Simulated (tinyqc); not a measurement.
Hot electrons in a saturated n-channel MOSFET, lucky-electron model: effect of the oxide thickness.

Beyond pinch-off the lateral field grows as Esat cosh(y/l) over the velocity-saturated region (pseudo-two-dimensional model). Impact ionisation in this region gives the substrate current, which biases the body forward through Rsub. Currents are per width. Local-field laws: they overstate ionisation when the field peak is narrower than an energy relaxation length.

Cox = 3.9 eps0/tox, l = sqrt(3 tox xj), Esat = 2 vs/mu. Overdrive g = Vg - VT + kb Vb; Vdsat = g Esat L/(g + Esat L); Id = Cox vs (g - Vdsat); dV = Vd - Id Rd - Vdsat; Em = sqrt((dV/l)^2 + Esat^2); Isub = Id (Ai/Bi) l Em exp(-Bi/Em). Vb = Rsub Isub is solved self-consistently. Lifetime tau = (Hl/Id)(Isub/Id)^(-m); 1 year = 3.15576e7 s.

Inputs (values chosen for the exercise); values close to those of silicon n-channel devices:
```
symbol  value        unit                                   meaning
L        0.25          um                            channel length
xj         82          nm                            junction depth
VT        0.6           V                                 threshold
mu        380  cm^2/(V s)                        effective mobility
vs      8.7e6        cm/s                       saturation velocity
Ai        2e6        1/cm                      ionisation prefactor
Bi       1.64       MV/cm                          ionisation field
Rd        700      ohm um     resistance of the lightly doped drain
Rsub    10000      ohm um                      substrate resistance
kb       0.21              fall of VT per volt of forward body bias
m         2.9                                     lifetime exponent
Hl      21000     s uA/um                         lifetime constant
Vd          2           V                             drain voltage
Vg          1           V                              gate voltage
```

Constants: eps0 = 8.8541878128e-14 F/cm where lengths are in cm. Results are converted to the units shown.

Result of one run:
```
Id (uA/um)  Em (MV/cm)  Isub (uA/um)  Isub/Id  tau (years)
100.7           0.5623         10.81   0.1073     0.004276
```

Which oxide thickness tox gave this result: 3.4, 4.2, 9.9 or 12 nm?

tox = 3.4 nm.

The whole series:
```
tox (nm)  Id (uA/um)  Em (MV/cm)  Isub (uA/um)  Isub/Id  tau (years)
3.4            100.7      0.5623         10.81   0.1073     0.004276
4.2            78.49      0.5127         6.436  0.08200      0.01198
5.2            61.88      0.4653         3.699  0.05978      0.03798
6.4            49.55      0.4225         2.088  0.04214       0.1307
8              39.28      0.3803         1.083  0.02757       0.5643
9.9            31.59      0.3437        0.5529  0.01750        2.622
12             26.00      0.3135        0.2888  0.01111        11.91
```

As tox goes from 3.4 to 12 nm, Em falls from 0.562 to 0.313 MV/cm, Isub falls from 10.8 to 0.289 uA/um and tau rises from 0.00428 to 11.9 years. From the first row to the last, log10(tau) changes by 3.4: 2.9 from (Isub/Id)^(-m), which holds Em and l, and 0.59 from 1/Id. At tox = 3.4 nm Isub/Id passes 0.1, where multiplication of the secondary carriers, left out here, counts.

Numbers from tinyqc (`OMP_NUM_THREADS=1 python tinyqc.py 2550154 2550155 out.jsonl`; about 0.05 s on one thread of a shared Intel Xeon 2.30GHz).
